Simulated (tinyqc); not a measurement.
Transfer-length model of a contact: two steps of the calculation.

A metal contact of length d and width W on a thin layer of the same width. The metal has no resistance, the sheet resistance under it equals Rsh, and current enters the layer at the front edge x = 0.

Values chosen for this exercise:
- d = 0.46 um (contact length)
- W = 16 um (contact width)

Question 1. Straight-line fit. Pairs of such contacts at gaps L have R_T = Rsh L/W + 2 Rc. The values of R_T were made from Rsh and rc with a random scatter of 1 % and are treated as data. Least squares: slope = sum (L - mean L)(R_T - mean R_T)/sum (L - mean L)^2, intercept = mean R_T - slope mean L. Rsh = slope W, Rc = intercept/2, and A = Rc/slope is half the distance from the origin to the zero of the line.

L, gap 1 to 4 (um): [0.67, 1.3, 2.6, 5.2]
R_T, gap 1 to 4 (ohm): [34.508, 55.292, 99.128, 182.32]

Find: slope; intercept; Rsh; Rc; A.

Answer 1.

slope = 32.63 ohm/um
intercept = 13.11 ohm
Rsh = 522.1 ohm/sq
Rc = 6.557 ohm
A = 0.2010 um

Question 2. Transfer length. A = Lt coth(d/Lt) is solved for Lt, starting from Lt = A. Lt(new) = sqrt(Lt A tanh(d/Lt)), the geometric mean of the old value and the plain step.

A = 0.20095894 um
Lt after iteration 1 = 0.19890461 um

Give: Lt after iteration 2.

Answer 2.

Lt after iteration 2 = 0.1980 um

Program tinyqc, `OMP_NUM_THREADS=1 python tinyqc.py 2760033 2760034 out.jsonl`; Intel Xeon 2.30GHz, shared host, one thread, about 0.01 s.
